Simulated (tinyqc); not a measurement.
MESFET, gradual channel with velocity saturation: two steps of the calculation.

A uniformly doped n-type channel, depleted from the top by a Schottky gate; at channel potential V the depleted share of a is u = sqrt((Vbi - Vg + V)/Vp), s at the source. Electrons drift with v = mu E/(1 + mu E/vsat). Abrupt depletion edge, no series resistance, source at 0.

Values chosen for this exercise; material values close to those of gallium arsenide:

| symbol | value | unit | meaning |
|---|---|---|---|
| T | 300 | K | temperature |
| eps_r | 12.8 |  | relative permittivity of the semiconductor |
| Nc | 4.39e17 | cm^-3 | conduction-band density of states at T |
| Nd | 1.4e17 | cm^-3 | donor density of the channel |
| a | 210 | nm | channel thickness |
| mu | 4100 | cm^2/(V s) | low-field mobility at this doping |
| vsat | 1.2e7 | cm/s | saturation velocity |
| L | 1 | um | gate length |
| W | 200 | um | gate width |
| phiB | 0.87 | V | Schottky barrier |
| Vg | -1.7 | V | gate voltage |
| Vd | 0.64 | V | drain voltage |

Constants: q = 1.602176634e-19 C, kB = 1.380649e-23 J/K, Vt = kB T/q, eps0 = 8.8541878128e-14 F/cm where lengths are in cm. Results are converted to the units shown.

Task 1. Built-in and pinch-off voltages. Vbi = phiB - Vt ln(Nc/Nd); Vp = q Nd a^2/(2 eps0 eps_r); G0 = q mu Nd a W/L; Z = mu Vp/(vsat L); s = sqrt((Vbi - Vg)/Vp). VT = Vbi - Vp.

Give: Vbi; Vp; VT; G0; Z; s.

Result 1.

Vbi = 0.84045 V
Vp = 4.3640 V
VT = -3.5236 V
G0 = 386.25 mS
Z = 14.910
s = 0.76298

Z = 14.9: velocity saturation dominates.

Task 2. Current below saturation. u = sqrt((Vbi - Vg + Vd)/Vp). I = (G0 Vp/3) F/(1 + Z (u^2 - s^2)), F = 3 (u^2 - s^2) - 2 (u^3 - s^3), with u at V = Vd; Z = 0 gives constant mobility, for which u stops at 1.

Vbi = 0.84045486 V
Vp = 4.3640360 V
G0 = 386.25274 mS
Z = 14.910456
s = 0.76297723

Find: u; F; I for Z = 0; I.

Result 2.

u = 0.85369
F = 0.083952
I for Z = 0 = 47.170 mA
I = 14.802 mA

The falling mobility lowers the current by 68.6 %.

Program tinyqc, `OMP_NUM_THREADS=1 python tinyqc.py 2500060 2500061 out.jsonl`; Intel Xeon 2.30GHz, shared host, one thread, about 0.04 s.
